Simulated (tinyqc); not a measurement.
From results back to parameters: two electrons on one impurity (helium-like model). Five cases, with inputs chosen for the exercise.

Problem. With equal orbitals the first electron is bound by Ha* Z^2/2 and the second by Ha* [(Z - 5/16)^2 - Z^2/2]. Both were computed from hidden Z and Ha*.

Find: (Z - 5/16)/Z; Z; Ha*.

Method. The sum of the two over twice the first is ((Z - 5/16)/Z)^2.

Case 1.

binding of the first and second electron (meV): 288.3035  177.9115

Solution.

(Z - 5/16)/Z = 0.8992
Z = 3.10
Ha* = 60.0 meV

Case 2.

binding of the first and second electron (meV): 8.3697  0.2097

Solution.

(Z - 5/16)/Z = 0.7159
Z = 1.10
Ha* = 13.8 meV

Case 3.

binding of the first and second electron (meV): 23.3103  9.8796

Solution.

(Z - 5/16)/Z = 0.8438
Z = 2.00
Ha* = 11.7 meV

Case 4.

binding of the first and second electron (meV): 42.5593  22.6096

Solution.

(Z - 5/16)/Z = 0.8750
Z = 2.50
Ha* = 13.6 meV

Case 5.

binding of the first and second electron (meV): 129.1096  38.0930

Solution.

(Z - 5/16)/Z = 0.8047
Z = 1.60
Ha* = 100.9 meV

Computed by tinyqc, one run a case: `OMP_NUM_THREADS=1 python tinyqc.py N N+1 out.jsonl` with N = 1250871, 1250935, 1251001, 1251326, 1251595; one thread of a shared Intel(R) Xeon(R) Processor @ 2.30GHz, about 0.04 s a run at most.
